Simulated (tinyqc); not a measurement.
Finite-difference solution of the diffusion equation on a small grid: one step, computed by the program tinyqc. Command: `OMP_NUM_THREADS=1 python tinyqc.py 3029674 3029675 out.jsonl fdiff walk`. One thread of a shared host (Intel(R) Xeon(R) Processor @ 2.30GHz), about 0.01 s of CPU time with the checks.

dC/dt = D d2C/dx2 on nodes x_j = j dx, j = 0..11; the far end is sealed.

Question. Amplification factors. The mode of M with eigenvalue mu has its amplitude multiplied per step by g = (1 + (1 - theta) r mu)/(1 - theta r mu), with theta = 0 explicit, 1 implicit, 1/2 Crank-Nicolson; the explicit scheme is stable for r up to 2/|mu_min|.

Boundary at x = 0: fixed surface value. Scheme: explicit.

operator M:
```
    0   1   2   3   4   5   6   7
0   0   0   0   0   0   0   0   0
1   1  -2   1   0   0   0   0   0
2   0   1  -2   1   0   0   0   0
3   0   0   1  -2   1   0   0   0
4   0   0   0   1  -2   1   0   0
5   0   0   0   0   1  -2   1   0
6   0   0   0   0   0   1  -2   1
7   0   0   0   0   0   0   1  -2
8   0   0   0   0   0   0   0   1
9   0   0   0   0   0   0   0   0
10  0   0   0   0   0   0   0   0
11  0   0   0   0   0   0   0   0

     8   9  10  11
0    0   0   0   0
1    0   0   0   0
2    0   0   0   0
3    0   0   0   0
4    0   0   0   0
5    0   0   0   0
6    0   0   0   0
7    1   0   0   0
8   -2   1   0   0
9    1  -2   1   0
10   0   1  -2   1
11   0   0   2  -2
```

mesh ratio r = 0.2704

Give: eigenvalues mu of M; factors g; largest stable r of the explicit scheme.

Answer.

eigenvalues mu of M: -3.980  -3.819  -3.511  -3.081  -2.563  -2.000  -1.437  -0.919  -0.489  -0.181  -0.020  0.000

factors g: -0.076  -0.033  0.050  0.167  0.307  0.459  0.612  0.752  0.868  0.951  0.994  1.000

largest stable r of the explicit scheme = 0.5026

The smallest factor is -0.076: the shortest waves flip sign at each step while they decay.
